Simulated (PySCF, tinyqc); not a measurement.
Worked calculation: CID on RHF in the sto-3g basis, for Be, spin multiplicity 1. The lowest restricted solution is unstable here: a spin-polarised one lies 0.0012 hartree lower (PySCF). Computed by tinyqc, a small Python program that keeps every step (integrals from PySCF). Settings: charge = 0, multiplicity = 1, basis = sto-3g, method = RHF, energy threshold = 1e-10, iteration cap = 75, orthogonalisation = symmetric, start = core, DIIS depth = 6, ci = CID. Command: `OMP_NUM_THREADS=1 python tinyqc.py 31197 31198 out.jsonl` (the two numbers bound the seeds that draw the settings). One thread of a shared host (Intel(R) Xeon(R) Processor @ 2.60GHz), about 0.06 s of CPU time with the checks. The early iterations of the SCF are left out here.

## One-electron integrals

Geometry (angstrom):
```
atom         x         y         z
Be    0.000000  0.000000  0.000000
```

Basis sto-3g: exponents (1/bohr^2) and contraction coefficients of normalised primitives:
```
element  l (shell)   exponent  coefficient
Be           s (1)  30.167871     0.154329
Be           s (1)   5.495115     0.535328
Be           s (1)   1.487193     0.444635
Be           s (2)   1.314833    -0.099967
Be           s (2)   0.305539     0.399513
Be           s (2)   0.099371     0.700115
Be           p (3)   1.314833     0.155916
Be           p (3)   0.305539     0.607684
Be           p (3)   0.099371     0.391957
```

Overlap, kinetic and nuclear-attraction integrals over the contracted functions; the nuclear repulsion is the sum of Za Zb / Rab.

nuclear repulsion = 0 hartree

overlap S, lower triangle:
```
           1Be 1s    1Be 2s   1Be 2px   1Be 2py   1Be 2pz
1Be 1s   1.000000
1Be 2s   0.259517  1.000000
1Be 2px  0.000000  0.000000  1.000000
1Be 2py  0.000000  0.000000  0.000000  1.000000
1Be 2pz  0.000000  0.000000  0.000000  0.000000  1.000000
```

kinetic energy T (hartree), lower triangle:
```
            1Be 1s    1Be 2s   1Be 2px   1Be 2py   1Be 2pz
1Be 1s    6.693975
1Be 2s   -0.033012  0.211111
1Be 2px   0.000000  0.000000  0.660592
1Be 2py   0.000000  0.000000  0.000000  0.660592
1Be 2pz   0.000000  0.000000  0.000000  0.000000  0.660592
```

nuclear attraction V (hartree), lower triangle:
```
             1Be 1s     1Be 2s    1Be 2px    1Be 2py    1Be 2pz
1Be 1s   -14.561092
1Be 2s    -1.899246  -2.313268
1Be 2px    0.000000   0.000000  -2.294749
1Be 2py    0.000000   0.000000   0.000000  -2.294749
1Be 2pz    0.000000   0.000000   0.000000   0.000000  -2.294749
```

core Hamiltonian H = T + V (hartree), lower triangle:
```
            1Be 1s     1Be 2s    1Be 2px    1Be 2py    1Be 2pz
1Be 1s   -7.867117
1Be 2s   -1.932258  -2.102157
1Be 2px   0.000000   0.000000  -1.634157
1Be 2py   0.000000   0.000000   0.000000  -1.634157
1Be 2pz   0.000000   0.000000   0.000000   0.000000  -1.634157
```

## Two-electron integrals

Functions are numbered as in S; the eight-fold symmetry (ij|kl) = (ji|kl) = (kl|ij) leaves the list below.

Two-electron integrals (ij|kl) in chemists' order, unique and non-zero (hartree):
```
(11|11) 2.298831   (21|11) 0.392036   (21|21) 0.079539   (22|11) 0.570988
(22|21) 0.143041   (22|22) 0.417683   (31|31) 0.014607   (32|31) 0.021888
(32|32) 0.092265   (33|11) 0.569578   (33|21) 0.143083   (33|22) 0.417589
(33|33) 0.449859   (41|41) 0.014607   (42|41) 0.021888   (42|42) 0.092265
(43|43) 0.024249   (44|11) 0.569578   (44|21) 0.143083   (44|22) 0.417589
(44|33) 0.401360   (44|44) 0.449859   (51|51) 0.014607   (52|51) 0.021888
(52|52) 0.092265   (53|53) 0.024249   (54|54) 0.024249   (55|11) 0.569578
(55|21) 0.143083   (55|22) 0.417589   (55|33) 0.401360   (55|44) 0.401360
(55|55) 0.449859
```

## Orthogonalisation

S = U s U^T; symmetric (Loewdin) form X = U s^(-1/2) U^T, so that X^T S X = 1.

eigenvalues of S: 0.740483  1.000000  1.000000  1.000000  1.259517

X, lower triangle:
```
            1Be 1s    1Be 2s   1Be 2px   1Be 2py   1Be 2pz
1Be 1s    1.026569
1Be 2s   -0.135528  1.026569
1Be 2px   0.000000  0.000000  1.000000
1Be 2py   0.000000  0.000000  0.000000  1.000000
1Be 2pz   0.000000  0.000000  0.000000  0.000000  1.000000
```

## Iteration 2 (converged): orbitals

converged F (hartree), lower triangle:
```
            1Be 1s     1Be 2s   1Be 2px   1Be 2py   1Be 2pz
1Be 1s   -4.481297
1Be 2s   -1.266056  -0.594757
1Be 2px   0.000000   0.000000  0.221086
1Be 2py   0.000000   0.000000  0.000000  0.221086
1Be 2pz   0.000000   0.000000  0.000000  0.000000  0.221086
```

Diagonalise F' = X^T F X, C = X C', fill 2 alpha and 2 beta electrons from the bottom; D = 2 C_occ C_occ^T. Each column has its largest component positive (the first on a tie).

F' = X^T F X (hartree), lower triangle:
```
           1          2         3         4         5
1  -4.381226
2  -0.651256  -0.356804
3   0.000000   0.000000  0.221086
4   0.000000   0.000000  0.000000  0.221086
5   0.000000   0.000000  0.000000  0.000000  0.221086
```

orbital energies (hartree): MO1 -4.483992, MO2 -0.254038, MO3 0.221086, MO4 0.221086, MO5 0.221086

coefficients C:
```
              MO1        MO2       MO3       MO4       MO5
1Be 1s   0.992898  -0.293881  0.000000  0.000000  0.000000
1Be 2s   0.026138   1.035147  0.000000  0.000000  0.000000
1Be 2px  0.000000   0.000000  1.000000  0.000000  0.000000
1Be 2py  0.000000   0.000000  0.000000  1.000000  0.000000
1Be 2pz  0.000000   0.000000  0.000000  0.000000  1.000000
```

D after iteration 2, lower triangle:
```
            1Be 1s    1Be 2s   1Be 2px   1Be 2py   1Be 2pz
1Be 1s    2.144425
1Be 2s   -0.556515  2.144425
1Be 2px   0.000000  0.000000  0.000000
1Be 2py   0.000000  0.000000  0.000000  0.000000
1Be 2pz   0.000000  0.000000  0.000000  0.000000  0.000000
```

Within a degenerate level the vectors are fixed only up to a rotation; this is one choice.

## Convergence

Stop when the energy changes by less than 1e-10 hartree and every element of the error matrix X^T (F D S - S D F) X is below 3e-06.

Course of the cycle:
```
iteration   E (hartree)     change  largest element of the error matrix
1          -14.35188048          -                             1.81e-15
2          -14.35188048  -5.33e-15                             8.97e-16
```

PySCF RHF in the same basis = -14.35188048 hartree

Converged in 2 iterations.

## Integrals over molecular orbitals

(pq|rs) = sum C_ip C_jq C_kr C_ls (ij|kl), one index at a time.

one-electron integrals over orbitals h = C^T H C (hartree), lower triangle:
```
           1          2          3          4          5
1  -7.857501
2   0.267574  -1.756350
3   0.000000   0.000000  -1.634157
4   0.000000   0.000000   0.000000  -1.634157
5   0.000000   0.000000   0.000000   0.000000  -1.634157
```

Two-electron integrals over orbitals (pq|rs), unique and non-zero (hartree):
```
(11|11) 2.275334    (21|11) -0.253330   (21|21) 0.044298    (22|11) 0.571236
(22|21) -0.014244   (22|22) 0.404138    (31|31) 0.015599    (32|31) 0.020563
(32|32) 0.086809    (33|11) 0.569229    (33|21) -0.008940   (33|22) 0.409597
(33|33) 0.449859    (41|41) 0.015599    (42|41) 0.020563    (42|42) 0.086809
(43|43) 0.024249    (44|11) 0.569229    (44|21) -0.008940   (44|22) 0.409597
(44|33) 0.401360    (44|44) 0.449859    (51|51) 0.015599    (52|51) 0.020563
(52|52) 0.086809    (53|53) 0.024249    (54|54) 0.024249    (55|11) 0.569229
(55|21) -0.008940   (55|22) 0.409597    (55|33) 0.401360    (55|44) 0.401360
(55|55) 0.449859
```

## CID: determinants and Hamiltonian

Hartree-Fock energy = -14.35188048 hartree

Slater-Condon rules over spin orbitals, with the nuclear repulsion added and E(HF) subtracted on the diagonal. Only determinants linked to the reference directly or through others are kept (one block of an abelian symmetry group), so some states are absent.

Occupation strings over the orbitals (2 doubly, a alpha, b beta, 0 empty; spin orbitals ordered 1a 1b 2a 2b ...): 22000 20200 ab200 20020 ab020 20002 ab002 ba200 02200 ba020 02020 ba002 02002

H - E(HF) between determinants (hartree), lower triangle:
```
           22000      20200      ab200      20020      ab020      20002      ab002      ba200
22000   0.000000
20200   0.086809   0.339474
ab200  -0.020563  -0.024199   4.346054
20020   0.086809   0.024249   0.000000   0.339474
ab020  -0.020563   0.000000   0.024249  -0.024199   4.346054
20002   0.086809   0.024249   0.000000   0.024249   0.000000   0.339474
ab002  -0.020563   0.000000   0.024249   0.000000   0.024249  -0.024199   4.346054
ba200   0.020563   0.024199  -0.044298   0.000000   0.000000   0.000000   0.000000   4.346054
02200   0.015599   0.044298   0.214888   0.000000   0.000000   0.000000   0.000000  -0.214888
ba020   0.020563   0.000000   0.000000   0.024199  -0.044298   0.000000   0.000000   0.024249
02020   0.015599   0.000000   0.000000   0.044298   0.214888   0.000000   0.000000   0.000000
ba002   0.020563   0.000000   0.000000   0.000000   0.000000   0.024199  -0.044298   0.024249
02002   0.015599   0.000000   0.000000   0.000000   0.000000   0.044298   0.214888   0.000000

          02200      ba020     02020      ba002     02002
02200  9.889632
ba020  0.000000   4.346054
02020  0.024249  -0.214888  9.889632
ba002  0.000000   0.024249  0.000000   4.346054
02002  0.024249   0.000000  0.024249  -0.214888  9.889632
```

## CID: roots

Diagonalise (each vector has its largest component positive (the first on a tie)); all determinants have Ms = 0, so triplets appear too. The lowest singlet root is the correlation energy.

lowest roots of this matrix, relative to E(HF) (hartree): -0.051765  0.314705  0.314705  0.438517  4.277506  4.277506  4.349692  4.349692

lowest vectors:
```
          root 1     root 2     root 3     root 4
22000   0.946422   0.000000   0.000000   0.322699
20200  -0.186383  -0.666512  -0.471551   0.546405
ab200   0.003367  -0.004155  -0.002940   0.005142
20020  -0.186383   0.741631  -0.341441   0.546405
ab020   0.003367   0.004623  -0.002128   0.005142
20002  -0.186383  -0.075119   0.812992   0.546405
ab002   0.003367  -0.000468   0.005068   0.005142
ba200  -0.003367   0.004155   0.002940  -0.005142
02200  -0.000796   0.003278   0.002319  -0.003310
ba020  -0.003367  -0.004623   0.002128  -0.005142
02020  -0.000796  -0.003648   0.001679  -0.003310
ba002  -0.003367   0.000468  -0.005068  -0.005142
02002  -0.000796   0.000369  -0.003999  -0.003310
```

<S^2> of these roots: 0.000000  0.000000  0.000000  0.000000  2.000000  2.000000  0.000000  0.000000

weight of the ground state by excitation level 0, 1, 2, ...: 0.895714  0.000000  0.104286

Within a degenerate level the vectors are fixed only up to a rotation; this is one choice.

The reference has a weight of only 0.90: one determinant is a poor start here.
